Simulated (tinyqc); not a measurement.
Two-band k.p model of the X valleys of a zinc-blende crystal, step by step. Values are carried at full precision from step to step, so a last printed digit may differ when a step is redone from the rounded ones.

With x = D/D0: for x < 1 the minima lie at k_m = sqrt(ml D0 (1 - x^2)/(4 c)), the hump at X has the height dE = (D0/4)(1 - x)^2 and the mass at the minimum is ml/(1 - x^2); the mass at X is ml/(1 - 1/x), negative for x < 1. For x > 1 the minimum is at X.

Constants: hbar^2/2m0 = 3.80998211 eV angstrom^2; kB = 8.617333262e-05 eV/K.

Values chosen for the exercise (of the order of those of GaP; the results hold for these values, not for the real material):
- D = 0.328 eV (splitting of the two conduction levels at X)
- D0 = 0.385 eV (coupling energy)
- ml = 0.978 m0 (mass along the axis from remote bands)
- k = 0.144 1/angstrom (wave vector from X)
- kmax = 0.16 1/angstrom (end of the path)
- mt = 0.252 m0 (transverse mass)
- T = 20 K (temperature)

## Shape of the lower band

Give x, k_m, dE and both masses.

x = 0.8519
k_m = 0.08231 1/angstrom
dE = 2.110 meV
mass at the minimum = 3.567 m0
mass at X = -5.628 m0

The coupling wins over the splitting, so each X point carries two minima; the hump equals kT at 24 K.

## The matrix at one k

k along the valley axis, counted from X, c = hbar^2/2m0, e = c k^2/ml. H = [[e - D/2, i P k], [-i P k, e + D/2]] with P^2 = D0 c/ml, so E = e -/+ sqrt(D^2/4 + D0 e). For D = 0 (diamond lattice) the bands cross at X.

Give P, the matrix, its levels and the weight of the lower X state in the lower band.

P = 1.2247 eV angstrom

H (eV):
$$\begin{pmatrix}
-0.0832 & 0.1764i \\
-0.1764i & 0.2448
\end{pmatrix}$$

levels (eV): [-0.1600, 0.3216]

weight = 0.8405

## Dispersion along the axis

Nine points; energies of the lower band from its minimum, against a parabola about the minimum with the mass there.

Results:
```
k (1/angstrom)  lower band (meV)  parabola (meV)  gap to the upper band (eV)
0.0000                      2.11            7.24                      0.3280
0.0200                      1.85            4.15                      0.3316
0.0400                      1.18            1.91                      0.3423
0.0600                      0.42            0.53                      0.3594
0.0800                      0.01            0.01                      0.3821
0.1000                      0.39            0.33                      0.4094
0.1200                      1.99            1.52                      0.4404
0.1400                      5.20            3.56                      0.4745
0.1600                     10.32            6.45                      0.5110
```

At kmax the band lies at 10.3 meV and the parabola at 6.4 meV: far from X the curvature returns to 1/ml, so the band is steeper than the parabola of the minimum.

## Thermal masses

Thermal masses along the axis for one X point, lower band, E from the minimum, on 1601 points from -0.8 to 0.8 1/angstrom: density-of-states mass m_d = c I^2/(pi kT), I = integral of exp(-E/kT) dk; conductivity mass m_c = 2 c kT/<(dE/dk)^2> with central differences.

Give m_d, m_c and Nc = 3 x 2 (kT/(4 pi c))^(3/2) mt sqrt(m_d) for three X points; 1 angstrom^-3 = 1e24 cm^-3.

m_d = 17.442 m0
m_c = 5.045 m0
Nc = 1.364e+18 cm^-3

Two separate parabolic minima would give m_d = 4 x 3.567 = 14.268; kT/dE = 0.82.

## Checks

- Height of the hump by numerical search against the closed form (meV): both 2.110.
- Thermal masses without coupling against ml: both 0.9780.

Run: tinyqc, `OMP_NUM_THREADS=1 python tinyqc.py 1851079 1851080 out.jsonl`; Intel(R) Xeon(R) Processor @ 2.30GHz, one thread, shared host; about 0.01 s of CPU time with all checks.
